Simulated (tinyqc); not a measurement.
Mobility of a non-polar semiconductor in the relaxation-time approximation: one step, computed by the program tinyqc. Command: `OMP_NUM_THREADS=1 python tinyqc.py 3001424 3001425 out.jsonl rta walk`. One thread of a shared host (Intel(R) Xeon(R) Processor @ 2.30GHz), about 0.01 s of CPU time with the checks.

Each valley is treated as a sphere of mass m_d for states and rates, with one isotropic relaxation time; the conductivity mass m_c sets the current.

Question. Rates at a few energies. Parabolic band: E = hbar^2 k^2/(2 m), speed v = hbar k/m, states per spin, volume and energy g(E) = m k/(2 pi^2 hbar^2). Here m = m_d. Masses are multiplied by m_0 and all formulas are in SI units. Phonon occupation N_q = 1/(exp(hbar w/(k_B T)) - 1). Acoustic deformation potential (elastic, equipartition, absorption and emission together): 1/tau = 2 pi k_B T D_A^2 g(E)/(hbar rho v_l^2). Optical or intervalley deformation potential: 1/tau = (pi Z_f D_o^2/(rho w)) [N_q g(E + hbar w) + (N_q + 1) g(E - hbar w)], with g = 0 below the band edge. Each optical term is multiplied by (1 - f(E'))/(1 - f(E)), E' the final energy, for Pauli blocking. Singly charged impurities, momentum relaxation: 1/tau = N_I e^4 m (1 + 2 alpha E) Phi/(8 pi (eps_s eps_0)^2 hbar^3 k^3), with alpha = 0 for a parabolic band. Brooks-Herring: Phi = ln(1 + b) - b/(1 + b), b = 4 k^2 L_s^2.

Inputs (values chosen for the exercise, modelled on electrons in diamond):
```
quantity,value,unit
static permittivity eps_s,5.7,-
density rho,3515,kg/m^3
sound velocity v_l,17800,m/s
acoustic deformation potential D_A,8.2,eV
phonon energy hbar w,141,meV
optical or intervalley deformation potential D_o,8.4,1e8 eV/cm
final valleys Z_f,5,-
temperature T,350,K
```

Band: parabolic. Impurity formula: Brooks-Herring. Further scattering: none.

reduced Fermi level eta = -7.828706

density-of-states mass m_d = 0.4784988 m_0

ionised impurity density N_I = 2.50e+16 1/cm^3

screening length L_s = 19.49565 nm

Constants: k_B = 8.617333262e-05 eV/K; k_B = 1.380649e-23 J/K; e = 1.602176634e-19 C; hbar = 1.054571817e-34 J s; m_0 = 9.1093837015e-31 kg; hbar = 6.582119569e-16 eV s; eps_0 = 8.8541878128e-12 F/m.

Give: Rates (1e12/s) at E = (max(eta, 0) + 0.5, 1, 2, 4) k_B T.

Answer.

Rates (1e12/s) at E = (max(eta, 0) + 0.5, 1, 2, 4) k_B T:
```
E (meV),acoustic,optical,ionised impurity
15.1,0.386,0.0989,5.418
30.2,0.545,0.1036,2.199
60.3,0.771,0.1123,0.878
120.6,1.091,0.1280,0.346
```
